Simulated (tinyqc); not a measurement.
# Changing the temperature T

Model: Landau-Devonshire theory of a uniaxial ferroelectric. Computed by tinyqc, a small Python program. Command: `OMP_NUM_THREADS=1 python tinyqc.py 3030907 3030908 out.jsonl ferro sweep`. One thread of a shared host (Intel(R) Xeon(R) Processor @ 2.30GHz), about 0.02 s of CPU time with the checks.

G(P) = (alpha/2) P^2 + (beta*/4) P^4 + (gamma/6) P^6 - E P per volume, SI units, one domain, P along the polar axis, which is normal to the film.

Inputs (values chosen for the exercise, for a model ferroelectric):

| quantity | value | unit |
|---|---|---|
| alpha_0 | 1.22e+06 | J m/(C^2 K) |
| Curie-Weiss temperature T0 | 760 | K |
| beta | 2.08e+09 | J m^5/C^4 |
| gamma | 3.41e+10 | J m^9/C^6 |
| misfit strain u_m | -0.012 | - |
| electrostriction Q12 | -0.025 | m^4/C^2 |
| compliance s11 + s12 | 5.6e-12 | m^2/N |
| film thickness d | 16 | nm |
| screening length lambda | 0.047 | nm |
| background permittivity eps_b | 8 | - |
| gradient coefficient g | 2.3e-10 | J m^3/C^2 |

Sample: epitaxial film.

Constants: eps_0 = 8.8541878128e-12 F/m.

Method:
- alpha = alpha_0 (T - T0*), with clamping: T0* = T0 + 4 Q12 u_m/(alpha_0 (s11 + s12)), beta* = beta + 4 Q12^2/(s11 + s12).
- Ps^2 = [-beta* + sqrt(beta*^2 - 4 alpha gamma)]/(2 gamma).
- chi = 1/(eps_0 G''), G'' = alpha + 3 beta* P^2 + 5 gamma P^4 at Ps. Ps, chi and the coercive field are for perfect screening, without a depolarising field. The intrinsic coercive field is |alpha P + beta* P^3 + gamma P^5| at the P_c where G'' = 0. 1 C/m^2 = 100 microcoulomb/cm^2.
- With the term (g/2) (dP/dx)^2, (g/2) P'^2 = G(P) - G(Ps) across the wall: energy = int_(-Ps)^(Ps) sqrt(2 g [G(P) - G(Ps)]) dP (40 Gauss-Legendre points); width = 2 Ps over the slope at P = 0, sqrt(2 |G(Ps)|/g). Elastic coupling inside the wall is left out.
- Between shorted electrodes with screening length lambda each, the depolarising field is -k P, k = 2 lambda/(eps_0 (d + 2 lambda eps_b)), so alpha turns into alpha + k.
- The polar state is the lowest uniform state while alpha + k < 0 (beta* > 0) or < 3 beta*^2/(16 gamma) (beta* < 0); setting the equality gives the critical thickness d_c.

One run for each value:

| temperature T (K) | spontaneous polarisation Ps (microcoulomb/cm^2) | susceptibility chi | intrinsic coercive field (MV/m) | wall energy (mJ/m^2) | critical thickness d_c (nm) |
|---|---|---|---|---|---|
| 304 | 34.319 | 45.41 | 125.06 | 52.995 | 13.025 |
| 354 | 33.450 | 49.69 | 111.79 | 48.205 | 14.209 |
| 453 | 31.541 | 60.96 | 86.65 | 38.840 | 17.278 |
| 503 | 30.458 | 68.76 | 74.58 | 34.183 | 19.362 |
| 553 | 29.272 | 78.74 | 62.98 | 29.585 | 21.990 |
| 603 | 27.958 | 91.95 | 51.90 | 25.057 | 25.408 |
| 653 | 26.480 | 110.19 | 41.39 | 20.615 | 30.036 |
| 703 | 24.783 | 136.91 | 31.54 | 16.280 | 36.653 |
| 752 | 22.820 | 178.41 | 22.61 | 12.168 | 46.633 |

Give the missing row, temperature T (K) = 404.

Computed row; columns: (1) temperature T (K); (2) spontaneous polarisation Ps (microcoulomb/cm^2); (3) susceptibility chi; (4) intrinsic coercive field (MV/m); (5) wall energy (mJ/m^2); (6) critical thickness d_c (nm):
```
(1)     (2)    (3)    (4)     (5)     (6)
404  32.521  54.82  98.90  43.454  15.616
```

Interpolating between the two neighbouring rows (linearly) misses most in susceptibility chi, by 1.0 %. Over the rows, spontaneous polarisation Ps (microcoulomb/cm^2) falls from 34.3 to 22.8 (exponent d ln y / d ln x -0.17 between the first rows and -1.2 between the last); susceptibility chi rises from 45.4 to 178 (exponent d ln y / d ln x 0.59 between the first rows and 3.9 between the last); intrinsic coercive field (MV/m) falls from 125 to 22.6 (exponent d ln y / d ln x -0.74 between the first rows and -4.9 between the last). Ps^2 falls from 1180 to 521 and 1/chi from 0.0220 to 0.00561: the well gets shallower as alpha shrinks in size, so the crystal softens to the field and thin films lose P sooner.

Caution (rows 304, 354, 404, 453): far below T0* the expansion with linear alpha(T) is only a fit.
